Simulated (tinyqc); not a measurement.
Inside a calculation. Method: CIS and TDHF on RHF in the 6-31g basis, for H3+, spin multiplicity 1. One step of it, computed by the program tinyqc.

Question. CIS matrix, singlets. A(ia,jb) = (e_a - e_i) d_ij d_ab + 2 (ia|jb) - (ij|ab).

orbital energies (hartree): MO1 -1.074453, MO2 -0.227749, MO3 -0.227718, MO4 0.479619, MO5 0.689544, MO6 0.689592

Two-electron integrals over orbitals (pq|rs), unique and non-zero (hartree):
```
(11|11) 0.580858    (21|11) -0.000009   (21|21) 0.100654    (22|11) 0.453133
(22|21) 0.048958    (22|22) 0.433019    (31|31) 0.100648    (32|31) -0.048953
(32|32) 0.037877    (33|11) 0.453128    (33|21) -0.048958   (33|22) 0.357249
(33|33) 0.433005    (41|11) 0.116370    (41|21) -0.000005   (41|22) 0.061283
(41|33) 0.061281    (41|41) 0.063678    (42|11) -0.000008   (42|21) 0.004380
(42|22) 0.001786    (42|33) -0.001792   (42|41) -0.000006   (42|42) 0.032227
(43|31) 0.004375    (43|32) -0.001788   (43|43) 0.032230    (44|11) 0.448360
(44|21) -0.000013   (44|22) 0.377263    (44|33) 0.377268    (44|41) 0.066633
(44|42) -3.59e-06   (44|44) 0.381648    (51|11) 1.96e-06    (51|21) -0.070468
(51|22) -0.036538   (51|33) 0.036531    (51|41) 3.51e-06    (51|42) -0.034035
(51|44) 0.000006    (51|51) 0.082046    (52|11) -0.136877   (52|21) -0.036580
(52|22) -0.094085   (52|33) -0.064234   (52|41) -0.063224   (52|42) -0.016813
(52|44) -0.081730   (52|51) 0.040894    (52|52) 0.096485    (53|31) 0.036574
(53|32) -0.014918   (53|43) 0.016811    (53|53) 0.025616    (54|11) 0.000007
(54|21) -0.091778   (54|22) -0.046171   (54|33) 0.046169    (54|41) 0.000005
(54|42) -0.009468   (54|44) 0.000012    (54|51) 0.073653    (54|52) 0.038139
(54|54) 0.098580    (55|11) 0.514763    (55|21) 0.070870    (55|22) 0.460237
(55|33) 0.376895    (55|41) 0.106934    (55|42) 0.019605    (55|44) 0.417655
(55|51) -0.069064   (55|52) -0.154923   (55|54) -0.076346   (55|55) 0.555120
(61|31) -0.070469   (61|32) 0.036536    (61|43) -0.034035   (61|53) -0.040886
(61|61) 0.082054    (62|31) 0.036582    (62|32) -0.014923   (62|43) 0.016813
(62|53) 0.024081    (62|61) -0.040893   (62|62) 0.025623    (63|11) -0.136879
(63|21) 0.036583    (63|22) -0.064237   (63|33) -0.094077   (63|41) -0.063228
(63|42) 0.016817    (63|44) -0.081736   (63|51) -0.040888   (63|52) 0.046775
(63|54) -0.038139   (63|55) -0.089610   (63|63) 0.096480    (64|31) -0.091779
(64|32) 0.046170    (64|43) -0.009467   (64|53) -0.038136   (64|61) 0.073662
(64|62) -0.038143   (64|64) 0.098591    (65|31) -0.070854   (65|32) 0.041655
(65|43) -0.019606   (65|53) -0.032642   (65|61) 0.069052    (65|62) -0.032649
(65|64) 0.076335    (65|65) 0.068324    (66|11) 0.514784    (66|21) -0.070870
(66|22) 0.376912    (66|33) 0.460230    (66|41) 0.106947    (66|42) -0.019615
(66|44) 0.417679    (66|51) 0.069054    (66|52) -0.089619   (66|54) 0.076342
(66|55) 0.418432    (66|63) -0.154923   (66|66) 0.555132
```

Give: CIS matrix A, singlet.

Answer.

CIS matrix A, singlet (hartree), lower triangle:
```
         1>2      1>3     1>4     1>5     1>6
1>2   0.5949
1>3   0.0000   0.5949
1>4   0.0000   0.0000  1.2331
1>5  -0.0041   0.0000  0.0000  1.4133
1>6   0.0000  -0.0041  0.0000  0.0000  1.4134
```
